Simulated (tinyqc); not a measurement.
Plane-wave Kohn-Sham cycle with exchange-only LDA in a layered model solid, step by step. One step of it, computed by the program tinyqc.

Task: Iteration 1: potential. V_H(G) = 4 pi rho(G)/G^2 for G != 0 (uniform background); v_x = -(3 rho/pi)^(1/3); V = V_ext + V_H + v_x; Fourier components f(G_m) = (1/N) sum_j f(x_j) exp(-i G_m x_j).

A solid whose potential varies along x alone (atomic units):
```
parameter,value
period a,14.500000
cross-section of the cell,32.000000
electrons per cell,2
grid points,16
"plane waves -n..n, n",2
k points,3
V1 in V1 cos(2 pi x/a),-0.570000
```

density at the start, on the grid x_j = j a/N (e/bohr^3): 0.00431034  0.00431034  0.00431034  0.00431034  0.00431034  0.00431034  0.00431034  0.00431034  0.00431034  0.00431034  0.00431034  0.00431034  0.00431034  0.00431034  0.00431034  0.00431034

Give: Potentials on the grid; V(G_m), m = 0, 1, 2, ....

Result:

Potentials on the grid (hartree):
```
x,V_ext,V_H,v_x,V
0.0000,-0.5700,0.0000,-0.1603,-0.7303
0.9062,-0.5266,0.0000,-0.1603,-0.6869
1.8125,-0.4031,0.0000,-0.1603,-0.5633
2.7188,-0.2181,0.0000,-0.1603,-0.3784
3.6250,0,0.0000,-0.1603,-0.1603
4.5312,0.2181,0.0000,-0.1603,0.0579
5.4375,0.4031,0.0000,-0.1603,0.2428
6.3438,0.5266,0.0000,-0.1603,0.3664
7.2500,0.5700,0.0000,-0.1603,0.4097
8.1562,0.5266,0.0000,-0.1603,0.3664
9.0625,0.4031,0.0000,-0.1603,0.2428
9.9688,0.2181,0.0000,-0.1603,0.0579
10.8750,0,0.0000,-0.1603,-0.1603
11.7812,-0.2181,0.0000,-0.1603,-0.3784
12.6875,-0.4031,0.0000,-0.1603,-0.5633
13.5938,-0.5266,0.0000,-0.1603,-0.6869
```

V(G_m), m = 0, 1, 2, ... (hartree): -0.1603  -0.2850  0.0000  0.0000  0.0000
